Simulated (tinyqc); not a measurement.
Worked calculation: model-solid line-up of a strained alloy layer on a substrate. Values are carried at full precision from step to step, so a last printed digit may differ when a step is redone from the rounded ones.

All values of the alloy are linear in x but the gap, Eg(x) = (1 - x) Eg_A + x Eg_B - C x (1 - x), and the valence edge, Ev(x) = (1 - x) Ev_A + x Ev_B + fv C x (1 - x); Ec = Ev + Eg. Ev is the top of the unstrained valence band on a scale common to all materials. In the layer only the Gamma valley of the conduction band is followed, also where an X or L valley would lie lower.

Parameters, chosen for this exercise (A near InAs, B near AlAs, substrate near InP; the results hold for these values, not for the real material):
- a = (6.051, 5.664) angstrom (lattice constant of A, B)
- Eg = (0.422, 3.084) eV (gap at Gamma to the s-like level of A, B)
- Dso = (0.389, 0.278) eV (spin-orbit splitting of A, B)
- Ev = (-0.59, -1.32) eV (top of the unstrained valence band of A, B)
- ac = (-5.05, -5.57) eV (conduction deformation potential of A, B)
- av = (0.99, 2.45) eV (valence hydrostatic potential of A, B)
- b = (-1.79, -2.27) eV (tetragonal shear potential of A, B)
- d = (-3.57, -3.39) eV (trigonal shear potential of A, B)
- C11 = (82.3, 125) GPa (of A, B)
- C12 = (45.8, 53.8) GPa (of A, B)
- C44 = (40, 54.7) GPa (of A, B)
- C = 0.708 eV (bowing of the gap)
- fv = 0.2 (share of the bowing taken by the valence edge)
- x = 0.34 (fraction of B)
- a_s = 5.874 angstrom (substrate)
- face = 001 (growth face)
- Eg_s = 1.43 eV (lowest gap of the substrate)
- Ev_s = -0.94 eV (substrate valence edge)

## Values of the alloy

Interpolate.

Alloy at x (a in angstrom, C11, C12, C44 in GPa, all else in eV):

| symbol | value |
|---|---|
| a | 5.9194 |
| Eg | 1.1682 |
| Dso | 0.3513 |
| Ev | -0.8064 |
| ac | -5.2268 |
| av | 1.4864 |
| b | -1.9532 |
| d | -3.5088 |
| C11 | 96.8180 |
| C12 | 48.5200 |
| C44 | 44.9980 |

## Strain on the (001) substrate

Coherent growth on a (001) face: e_par = (a_s - a)/a, e_perp = -2 (C12/C11) e_par; exx = eyy = e_par, ezz = e_perp, no shear.

Use the values of the alloy.

e_par = -0.007673
e_perp = 0.007691

strain tensor in the cubic axes:
```
           x          y         z
x  -0.007673   0.000000  0.000000
y   0.000000  -0.007673  0.000000
z   0.000000   0.000000  0.007691
```

The layer is under compression in the plane; its volume changes by -0.766 %.

## Strained band edges

Strained edges: Ec + ac tr(e); the valence edges are Ev plus the levels of the 6 x 6 matrix of X, Y, Z times spin with -Dso/3 + l exx + m (eyy + ezz) on the diagonal (cyclic), n exy off it, l = av + 2 b, m = av - b, n = sqrt(3) d. Spin-orbit term (Dso/3) L.sigma on X, Y, Z with (L_k)_ij = -i epsilon_kij: <X+|H|Y+> = -i Dso/3, <X+|H|Z-> = Dso/3, <Y+|H|Z-> = -i Dso/3, <Z+|H|X-> = -Dso/3, <Z+|H|Y-> = i Dso/3, <X-|H|Y-> = i Dso/3, and their conjugates; + and - are the spin along z.

Give the hydrostatic shifts, the strain block and the edges.

ac tr(e), av tr(e) (eV): 0.0400  -0.0114

strain block (eV):
```
        X       Y        Z
X  0.0186       0        0
Y       0  0.0186        0
Z       0       0  -0.0714
```

Ec and the three valence edges from the top (eV): 0.4018  -0.7878  -0.8423  -1.1746

strained gap = 1.1896 eV

Strain moves the gap by +21 meV: +51 meV from the volume and -30 meV from the splitting of the valence edge, which always raises the top.

## Offsets against the substrate material

dEc = Ec(substrate) - Ec(layer), dEv = Ev(layer) - Ev(substrate); positive values confine the carrier in the layer. Type I: both of one sign; type II: opposite signs; type III: the gaps do not overlap.

Give also the smallest gap across the interface, min Ec - max Ev.

dEc = 0.0882 eV
dEv = 0.1522 eV

type: I

smallest gap = 1.1896 eV

Both carriers collect in the layer; the conduction band takes 37 % of the gap difference. Where the alloy is indirect its X or L edge, left out, lies lower and changes dEc.

## Critical thickness (Matthews-Blakeslee, single layer)

h = K (ln(h/b) + 1) with K = b (1 - nu/4)/(4 pi |e_par| (1 + nu)) for 60-degree dislocations, b = a/sqrt(2) the Burgers vector (not the shear potential of the table), nu = C12/(C11 + C12). Iterate from h = 10 b until h changes by less than 1e-6 of itself.

b (Burgers vector) = 4.1857 angstrom
nu = 0.3338
K = 29.83 angstrom

first iterates (angstrom): 41.9  98.5  124.0  130.9  132.5  132.9

critical thickness = 13.30 nm

Thicker layers can relax, and the strained edges then no longer apply; metastable growth often exceeds this equilibrium value.

## Checks

- Valence edges against the closed form for (001) strain: they agree to 1e-10 or better.

tinyqc: `OMP_NUM_THREADS=1 python tinyqc.py 1050824 1050825 out.jsonl`; about 0.01 s, one thread, shared Intel(R) Xeon(R) Processor @ 2.30GHz.
